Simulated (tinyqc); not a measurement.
# p-n diode with diffusion and depletion-layer recombination: currents and ideality against junction voltage

Abrupt junction in the depletion approximation, low injection, full ionisation, neutral widths fixed, ohmic contact on the p side. Vj is the junction voltage; where a series resistance Rs is given, V = Vj + J Rs is the terminal voltage.

ni = sqrt(Nc Nv) exp(-Eg/(2 Vt)), Eg in volts; D = mu Vt; Ln = sqrt(Dn tn), Lp = sqrt(Dp tp); J0n = q ni^2 Dn coth(wp/Ln)/(Ln Na); J0p = (q ni^2 Dp/(Lp Nd)) (s + tanh(wn/Lp))/(1 + s tanh(wn/Lp)), s = Sp Lp/Dp. J_diff = (J0n + J0p)(exp(Vj/Vt) - 1). Vbi = Vt ln(Na Nd/ni^2), W = sqrt(2 eps0 eps_r (Vbi - Vj)(1/Na + 1/Nd)/q), xp = W Nd/(Na + Nd), xn = W Na/(Na + Nd); u(x) = q Na (x + xp)^2/(2 eps0 eps_r) for x < 0 and Vbi - Vj - q Nd (xn - x)^2/(2 eps0 eps_r) for x > 0; p = Na exp(-u/Vt), n = Nd exp((u - Vbi + Vj)/Vt); U = ni^2 (exp(Vj/Vt) - 1)/(tp (n + ni exp(Et/Vt)) + tn (p + ni exp(-Et/Vt))); J_scr = q times the integral of U from -xp to xn. J = J_diff + J_scr. Ideality = (1/Vt) dVj/d ln J or (1/Vt) dV/d ln J; last column ni^2 exp(Vj/Vt)/N^2.

Parameters, values chosen for the exercise; band and dielectric values close to those of silicon:
- T = 325 K (temperature)
- Eg = 1.13 eV (band gap)
- eps_r = 11.9 (relative permittivity)
- Nc = 3.17e19 cm^-3 (conduction-band density of states at T)
- Nv = 3.03e19 cm^-3 (valence-band density of states at T)
- Na = 1.6e18 cm^-3 (acceptor density)
- Nd = 9.7e15 cm^-3 (donor density)
- mun = 280 cm^2/(V s) (electron mobility in the p side)
- mup = 360 cm^2/(V s) (hole mobility in the n side)
- tn = 1e-7 s (electron lifetime)
- tp = 1e-6 s (hole lifetime)
- wp = 1.1 um (neutral width of the p side)
- wn = 16 um (neutral width of the n side)
- Sp = 1e7 cm/s (recombination velocity at the n contact)
- Rs = 0.0033 ohm cm^2 (series resistance)
- Et = 0 eV (trap level above the intrinsic level)

Constants: q = 1.602176634e-19 C, kB = 1.380649e-23 J/K, Vt = kB T/q, eps0 = 8.8541878128e-14 F/cm where lengths are in cm. Results are converted to the units shown.

Currents and ideality against junction voltage:

| Vj (V) | J_diff (A/cm^2) | J_scr (A/cm^2) | J (A/cm^2) | V (V) | ideality against Vj | ideality against V | minority/doping, lighter side |
|---|---|---|---|---|---|---|---|
| 0.21 | 6.230e-7 | 1.788e-6 | 2.411e-6 | 0.2100 | 1.516 | 1.516 | 5.527e-8 |
| 0.26 | 3.716e-6 | 4.671e-6 | 8.386e-6 | 0.2600 | 1.348 | 1.348 | 3.295e-7 |
| 0.31 | 2.215e-5 | 1.217e-5 | 3.432e-5 | 0.3100 | 1.196 | 1.196 | 1.964e-6 |
| 0.37 | 1.887e-4 | 3.869e-5 | 2.274e-4 | 0.3700 | 1.084 | 1.084 | 1.674e-5 |
| 0.42 | 0.001125 | 1.026e-4 | 0.001228 | 0.4200 | 1.039 | 1.039 | 9.977e-5 |
| 0.47 | 0.006707 | 2.762e-4 | 0.006984 | 0.4700 | 1.018 | 1.019 | 5.947e-4 |
| 0.53 | 0.05714 | 9.322e-4 | 0.05808 | 0.5302 | 1.007 | 1.014 | 0.005067 |
| 0.58 | 0.3407 | 0.002639 | 0.3433 | 0.5811 | 1.003 | 1.044 | 0.03021 |
| 0.63 | 2.031 | 0.007595 | 2.038 | 0.6367 | 1.002 | 1.242 | 0.1801 |

The ideality against Vj falls from 1.52 to 1.00. Diffusion overtakes recombination in the layer between Vj = 0.26 and 0.31 V. J_scr alone has an ideality of 1.86 between the first two rows and 1.69 between the last two. From Vj = 0.63 V the series resistance raises the terminal ideality by over a tenth; there J Rs = 0.24 Vt. Rows from Vj = 0.63 V on lie beyond low injection.

Numbers from tinyqc (`OMP_NUM_THREADS=1 python tinyqc.py 2260116 2260117 out.jsonl`; about 0.01 s on one thread of a shared Intel Xeon 2.30GHz).
